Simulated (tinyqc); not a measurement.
What each parameter does: Wannier-Stark ladder of a miniband.

One state in each well j = -(Nw - 1)/2 ... (Nw - 1)/2: H_jj = j e F d, H_(j,j+1) = -W/4; 1 kV/cm = 0.01 meV/angstrom. In an infinite chain the levels are j e F d and the state of well 0 has amplitude J_j(x) in size on well j, x = W/(2 e F d).

Values chosen for the exercise (near those of a GaAs/AlGaAs superlattice; shifted at random, so the results belong to these values and not to a real crystal): W = 15 meV (miniband width); d = 91 angstrom (period); F = 8.5 kV/cm (field); Nw = 7 (wells).

e F d, x, J_0(x)^2 and the lowest level of the finite stack.

One parameter was then changed.

Results before and after:

| case | e F d (meV) | x | J_0^2 | lowest level (meV) |
|---|---|---|---|---|
| base | 7.74 | 0.970 | 0.606 | -24.85 |
| changed | 7.74 | 0.970 | 0.606 | -32.59 |

Which of these changes was made? (a) d = 83 angstrom; (b) W = 12 meV; (c) Nw = 9; (d) F = 5.95 kV/cm.
Answer: (c) Nw = 9. Of the candidates, run in turn, only this one gives the changed row.

All candidates:

| case | e F d (meV) | x | J_0^2 | lowest level (meV) |
|---|---|---|---|---|
| base | 7.74 | 0.970 | 0.606 | -24.85 |
| W = 12 meV | 7.74 | 0.776 | 0.731 | -24.29 |
| d = 83 angstrom | 7.05 | 1.063 | 0.543 | -22.94 |
| F = 5.95 kV/cm | 5.41 | 1.385 | 0.330 | -18.43 |
| Nw = 9 | 7.74 | 0.970 | 0.606 | -32.59 |

Run: tinyqc, `OMP_NUM_THREADS=1 python tinyqc.py 1251169 1251170 out.jsonl`; Intel(R) Xeon(R) Processor @ 2.30GHz, one thread, shared host; about 0.04 s of CPU time with all checks.
